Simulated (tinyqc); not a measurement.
What moves the results: strain-driven crossing of the Gamma and L valleys in a germanium-like crystal alloyed with tin. A value that a table varies takes the place of the one given here.

Biaxial loads: e0 is the in-plane strain e_par and the normal is free. (001): e_perp = -2 (C12/C11) e_par; exx = eyy = e_par, ezz = e_perp, no shear. (111): e_perp = -(2 C11 + 4 C12 - 4 C44)/(C11 + 2 C12 + 4 C44) e_par; exx = eyy = ezz = (2 e_par + e_perp)/3 and exy = eyz = ezx = (e_perp - e_par)/3. (110): e_perp = -(C11 + 3 C12 - 2 C44)/(C11 + C12 + 2 C44) e_par; exx = eyy = (e_par + e_perp)/2, ezz = e_par, exy = (e_perp - e_par)/2, eyz = ezx = 0. Uniaxial loads: a stress along n, scaled so that n.e.n = e0, with exx = s11 sxx + s12 (syy + szz), exy = s44 sxy/2, s11 = (C11 + C12)/((C11 - C12)(C11 + 2 C12)), s12 = -C12/((C11 - C12)(C11 + 2 C12)), s44 = 1/C44.

Edges from the unstrained valence top: Gamma at Eg + ac tr(e); an L valley with unit axis u at EgL + aL tr(e) + XuL (u.e.u - tr(e)/3), u along [111], [1-1-1], [-11-1], [-1-11]; valence edges are the levels of the 6 x 6 matrix of X, Y, Z times spin with -Dso/3 + l exx + m (eyy + ezz) on the diagonal (cyclic), n exy off it, l = av + 2 b, m = av - b, n = sqrt(3) d. Spin-orbit term (Dso/3) L.sigma on X, Y, Z with (L_k)_ij = -i epsilon_kij: <X+|H|Y+> = -i Dso/3, <X+|H|Z-> = Dso/3, <Y+|H|Z-> = -i Dso/3, <Z+|H|X-> = -Dso/3, <Z+|H|Y-> = i Dso/3, <X-|H|Y-> = i Dso/3, and their conjugates; + and - are the spin along z.

With tin the unstrained gaps become E(y) = (1 - y) E + y EgS - CS y (1 - y); all other values are kept.
Constants: kB = 8.617333262e-05 eV/K.

Values chosen for the exercise (near those of Ge, gaps at low temperature; shifted at random, so the results belong to these values and not to a real crystal):
```
symbol  value            unit  meaning
Eg      0.902            eV    gap at Gamma to the s-like level
EgL     0.752            eV    gap to L
Dso     0.284            eV    spin-orbit splitting
ac      -8.32            eV    conduction deformation potential
av      1.26             eV    valence hydrostatic potential
b       -2.52            eV    tetragonal shear potential
d       -5.28            eV    trigonal shear potential
aL      -1.39            eV    hydrostatic potential of the L edge, Xd + Xu/3
XuL     16.62            eV    uniaxial potential, L
y       0.079                  tin fraction
EgS     (-0.411, 0.123)  eV    Gamma and L gaps of the tin end
CS      (2.53, 0.87)     eV    bowing of the Gamma and L gaps
C11     129.5            GPa
C12     47.9             GPa
C44     65.7             GPa
load    uniaxial [111]         kind of strain
mG      0.0408           m0    mass at Gamma
mL      0.573            m0    density-of-states mass of the four L valleys together
T       300              K     temperature
e0      -0.031                 size of the strain
```

## Sweep of a uniaxial [111] strain

The valence splitting is the distance of the top two edges. Share in Gamma = mG^(3/2)/(mG^(3/2) + (mL^(3/2)/4) sum_i exp(-(E_Li - E_Gamma)/kT)).

Results:
```
e0 (%)  direct gap (eV)  indirect gap (eV)  Gamma - L (meV)  valence splitting (meV)  share in Gamma (%)
-1.68             0.644              0.374              270                      138            0.000219
-0.64             0.630              0.542               88                       49               0.246
0.40              0.574              0.601              -26                       27                6.44
1.44              0.470              0.500              -31                       81                7.65
2.48              0.365              0.400              -35                      115                8.89
3.52              0.261              0.300              -39                      136                10.3
4.56              0.157              0.200              -43                      148                11.9
5.60              0.053              0.100              -47                      156                13.7
```

What can be read from the table?

Gamma drops below the lowest L valley between e0 = -0.64 and 0.40 %. This load splits the L valleys, and the lowest set changes where e0 changes sign, which bends the column Gamma - L. The direct gap goes from 0.644 to 0.053 eV; of that change -0.119 eV comes from the rise of the valence top through the shear terms and the rest from the volume. The share in Gamma goes from 0.000219 to 13.7 %. Beyond about 3 % terms of second order in the strain, left out here, matter.

## What each parameter does

Direct gap, Gamma minus the lowest L edge and the valence splitting. Each row changes one parameter from the base and keeps the others.

Results:
```
case              direct gap (eV)  Gamma - L (meV)  valence splitting (meV)
base                       0.6518            519.6                    273.3
aL = -1.1815 eV            0.6518            524.0                    273.3
av = 1.449 eV              0.6557            519.6                    273.3
y = 0.06715                0.6929            544.5                    273.3
C44 = 55.845 GPa           0.6208            516.1                    284.0
b = -2.142 eV              0.6518            519.6                    273.3
d = -4.488 eV              0.6805            519.6                    228.1
Dso = 0.3266 eV            0.6560            519.6                    269.1
```

What does this show?

The largest shifts from the base row, up to three for each result and ties (the steps differ in size, so this ranks the rows, not the parameters). direct gap (eV): y +0.0412, C44 -0.0310, d +0.0287; unchanged at the printed digits by aL and b. Gamma - L (meV): y +24.9, aL +4.4, C44 -3.5; unchanged at the printed digits by av, b, d and Dso. valence splitting (meV): d -45.2, C44 +10.7, Dso -4.2; unchanged at the printed digits by aL, av, y and b.

tinyqc: `OMP_NUM_THREADS=1 python tinyqc.py 1051227 1051228 out.jsonl`; about 0.01 s, one thread, shared Intel(R) Xeon(R) Processor @ 2.30GHz.
